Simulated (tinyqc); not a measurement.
CMOS inverter, nodal equation and switching: two steps of the calculation.

An n-channel pull-down (bn, VTn) and a p-channel pull-up (bp, VTp) share the input Vin and the output node Vout, which carries the load C. Transistor (EKV form, voltages against the body): I = 2 n b Vt^2 [F(vp - Vs) - F(vp - Vd)] from drain to source, F(v) = ln^2(1 + exp(v/(2 Vt))), vp = (Vg - VT + sg |Vd - Vs|)/n. n-channel bodies are at 0; for the p-channel device all voltages are counted down from Vdd. b in uA/V^2 gives I in uA. Static: In = Ip. Transient: C dVout/dt = Ip - In. No velocity saturation, no gate capacitance beyond C.

Values chosen for this exercise: temperature T = 350 K; supply voltage Vdd = 0.9 V; slope factor n = 1.19; drain-induced barrier lowering sg = 0.067; n-channel threshold VTn = 0.26 V; p-channel threshold (magnitude) VTp = 0.39 V; gain factor of the pull-down transistor bn = 570 uA/V^2; gain factor of the pull-up transistor bp = 570 uA/V^2; load capacitance C = 0.92 fF; input voltage Vin = 0.53 V; time step dt = 0.9 ps.

Constants: q = 1.602176634e-19 C, kB = 1.380649e-23 J/K, Vt = kB T/q. Results are converted to the units shown.

Problem 1. Output voltage by Newton steps. f = In - Ip at (Vin, Vout); G = df/dVout by a central difference with +/- 1e-6 V; Vout(new) = Vout - f/G, the step limited to +/- 0.1 V.

Vout at the start = 0.45 V

Wanted: In; Ip; G; Vout after iteration 1.

Solution 1.

In = 21.73 uA
Ip = 0.7247 uA
G = 10.52 uS
Vout after iteration 1 = 0.3500 V

Problem 2. One time step of the falling output. The input steps to Vdd at t = 0; I = In - Ip. Implicit Euler: V(new) = V - (dt/C) I(V(new)), solved for V(new); 1 ps uA/fF = 1 mV.

Vout at t = 0 = 0.9 V

Wanted: I(V); I(V(new)); Vout after step 1.

Solution 2.

I(V) = 117.5 uA
I(V(new)) = 114.9 uA
Vout after step 1 = 0.7876 V

tinyqc, about 0.04 s, one thread, Intel Xeon 2.30GHz (shared host): `OMP_NUM_THREADS=1 python tinyqc.py 2340164 2340165 out.jsonl`
